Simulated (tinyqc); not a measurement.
Phonon transmission through an interface between two chains by Green functions: one step, computed by the program tinyqc.

Two semi-infinite chains (masses m_1, m_2; springs k_1, k_2), motion along the chain. The central region holds the end atom of each chain and two interlayer atoms of mass m_b, joined by springs k_b. lambda = omega^2 in eV/(angstrom^2 u); nu = 15.6333042 THz x sqrt(lambda).

Task: Self-energies and the matrix at the probe frequency. In chain i, sin(q_i a/2) = nu/nu_max,i. An outgoing wave makes the next atom move as exp(i q_i a) times the end atom, so the lead adds the self-energy Sigma_i = -k_i exp(i q_i a) to the force-constant matrix; Gamma_i = -2 Im Sigma_i = 2 k_i sin(q_i a). A = lambda M - K - Sigma over the central atoms, with K_ii the sum of the springs at i, K_(i,i+1) = -k_b; G = inverse of A; transmission = Gamma_1 Gamma_2 |G_(first,last)|^2.

Inputs (values chosen for the exercise, for two model chains):
```
quantity             value           unit
mass m_1              40.4              u
spring k_1            8.31  eV/angstrom^2
mass m_2              38.3              u
spring k_2            5.25  eV/angstrom^2
junction spring k_b   1.93  eV/angstrom^2
interlayer mass m_b   19.9              u
```

Atoms in the interlayer: two.

probe frequency = 3.241299 THz

band top of chain 1 = 14.18047 THz

band top of chain 2 = 11.57607 THz

Constants: nu for 1 eV/(angstrom^2 u) = 15.6333042 THz.

Give: q_1 a; q_2 a; Gamma_1; Gamma_2; A (complex symmetric).

Result:

q_1 a = 0.4612 rad

q_2 a = 0.5676 rad

Gamma_1 = 7.397 eV/angstrom^2

Gamma_2 = 5.645 eV/angstrom^2

A (complex symmetric) (eV/angstrom^2):
```
               end of 1  layer 1  layer 2       end of 2
end of 1  -1.062+3.698i    1.930    0.000          0.000
layer 1           1.930   -3.005    1.930          0.000
layer 2           0.000    1.930   -3.005          1.930
end of 2          0.000    0.000    1.930  -1.107+2.822i
```
